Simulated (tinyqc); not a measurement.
Deformation-potential model of the X valleys of a conduction band, step by step. Values are carried at full precision from step to step, so a last printed digit may differ when a step is redone from the rounded ones.

s11 = (C11 + C12)/((C11 - C12)(C11 + 2 C12)), s12 = -C12/((C11 - C12)(C11 + 2 C12)), s44 = 1/C44; exx = s11 sxx + s12 (syy + szz) and cyclic, exy = s44 sxy/2; tension is positive. A uniaxial stress X along the unit vector n is s_ij = X n_i n_j. Biaxial (001) means sxx = syy = X.

Constants: kB = 8.617333262e-05 eV/K; hbar^2/2m0 = 3.80998211 eV angstrom^2.

Inputs chosen for the exercise (near those of AlAs; the results hold for these values, not for the real material):
- C11 = 124.7 GPa
- C12 = 52.9 GPa
- C44 = 54.4 GPa
- load = biaxial (001) (kind of stress)
- X = 1.8 GPa (stress)
- Xd = 1.05 eV (dilation potential)
- Xu = 5.57 eV (uniaxial potential)
- T = 77 K (temperature)
- ml = 1.108 m0 (longitudinal mass)
- mt = 0.201 m0 (transverse mass)

## Strain from a biaxial (001) stress

Form the compliances and the strain.

s11, s12, s44 (1/TPa): 10.7312  -3.1964  18.3824

strain tensor:
```
          x         y          z
x  0.013563  0.000000   0.000000
y  0.000000  0.013563   0.000000
z  0.000000  0.000000  -0.011507
```

## Valley shifts

Valleys with axes along x, y and z, one whole valley each. Herring-Vogt shift of a valley with unit axis a: dE = Xd tr(e) + Xu a.e.a. Non-degenerate shares n_i = exp(-dE_i/kT)/sum_j exp(-dE_j/kT). Inverse mass tensor of a valley: (1 - a a)/mt + a a/ml; the masses are taken as independent of strain.

Apply the Herring-Vogt formula to each valley.

Xd tr(e) = 16.40 meV

a.e.a: x 0.013563, y 0.013563, z -0.011507

shifts dE (meV): x 91.94, y 91.94, z -47.69

The lowest valley is z, 139.6 meV below the highest; the mean shift over all valleys is (Xd + Xu/3) tr(e) = 45.40 meV.

## Shares of the electrons

Boltzmann factors of the shifts.

kT = 6.635 meV

shares: x 0.0000, y 0.0000, z 1.0000

effective number of valley axes, 1/(largest share) = 1.000

## Conductivity mass tensor

With one scattering time for all valleys the conductivity goes as M = sum_i n_i (inverse mass tensor of valley i); along the unit vector u, 1/m_c = u.M.u. Without stress 1/m_c = (1/ml + 2/mt)/3. Take u along [110].

M (1/m0):
```
       x      y      z
x  4.975  0.000  0.000
y  0.000  4.975  0.000
z  0.000  0.000  0.903
```

m_c along [110] = 0.2010 m0
m_c without stress = 0.2764 m0

The repopulation alone changes the mobility along [110] by +37.5 %; with all electrons in the valleys lightest or heaviest along this direction it would change by +38 or -19 %.

## Effective density of states

Each of the 3 whole valleys has m_d = (ml mt^2)^(1/3) and N = 2 (m_d kT/(4 pi c))^(3/2), c = hbar^2/2m0. Counted from the lowest edge, Nc = N x sum_i exp(-(dE_i - dE_min)/kT). 1 angstrom^-3 = 1e24 cm^-3.

m_d = 0.3551 m0
N of one valley = 6.904e+17 cm^-3
Nc under stress = 6.904e+17 cm^-3
Nc without stress = 2.071e+18 cm^-3

## Piezoresistance from repopulation

For small stress d(rho)/rho = pi X. For valleys on the cube axes pi11 = -(2/3) Xu (s11 - s12)/kT x (K - 1)/(2K + 1), pi12 = -pi11/2, pi44 = 0, K = ml/mt. For stress along [110]: pi_l = (pi11 + pi12 + pi44)/2 with the current along it and pi_t = (pi11 + pi12 - pi44)/2 with the current along [1-10]. 1/GPa = 100 x 1e-11/Pa.

K = 5.512

pi11, pi12, pi44 (1e-11/Pa): -292.5  146.2  0.0

pi_l, pi_t for [110] (1e-11/Pa): -73.1  -73.1

Only the transfer between valleys is counted; changes of mass and of intervalley scattering add to it in a real crystal.

## Checks

- Conductivity mass at zero stress against 3/(1/ml + 2/mt): both 0.2764270.
- Piezoresistance coefficients by finite differences against the closed form: largest difference 5.7e-07.

tinyqc: `OMP_NUM_THREADS=1 python tinyqc.py 1050404 1050405 out.jsonl`; about 0.01 s, one thread, shared Intel(R) Xeon(R) Processor @ 2.30GHz.
